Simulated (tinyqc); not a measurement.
Worked calculation: CCSD on RHF in the sto-6g basis, for H3-, spin multiplicity 1. The basis has no diffuse functions, so it cannot describe the extra electron: this is an exercise in the method, not the real anion. One step of it, computed by the program tinyqc.

Task: Iteration 5 (converged): orbitals. Diagonalise F' = X^T F X, C = X C', fill 2 alpha and 2 beta electrons from the bottom; D = 2 C_occ C_occ^T. Each column has its largest component positive (the first on a tie).

converged F (hartree), order 1H 1s, 2H 1s, 3H 1s:
$$\begin{pmatrix}
0.134491 & -0.214280 & -0.214291 \\
-0.214280 & 0.150884 & -0.036137 \\
-0.214291 & -0.036137 & 0.150872
\end{pmatrix}$$

X, order 1H 1s, 2H 1s, 3H 1s:
$$\begin{pmatrix}
1.126619 & -0.215332 & -0.215343 \\
-0.215332 & 1.062277 & 0.006211 \\
-0.215343 & 0.006211 & 1.062283
\end{pmatrix}$$

Give: F' = X^T F X; orbital energies; coefficients C; D after iteration 5.

Result:

F' = X^T F X (hartree):
$$\begin{pmatrix}
0.3893 & -0.3368 & -0.3369 \\
-0.3368 & 0.2746 & 0.0661 \\
-0.3369 & 0.0661 & 0.2746
\end{pmatrix}$$

orbital energies (hartree): MO1 -0.1120, MO2 0.2086, MO3 0.8420

coefficients C, order 1H 1s, 2H 1s, 3H 1s:
$$\begin{pmatrix}
0.5553 & 0.0000 & 1.0265 \\
0.3993 & 0.7468 & -0.6765 \\
0.3994 & -0.7467 & -0.6766
\end{pmatrix}$$

D after iteration 5, order 1H 1s, 2H 1s, 3H 1s:
$$\begin{pmatrix}
0.6168 & 0.4435 & 0.4435 \\
0.4435 & 1.4343 & -0.7963 \\
0.4435 & -0.7963 & 1.4342
\end{pmatrix}$$
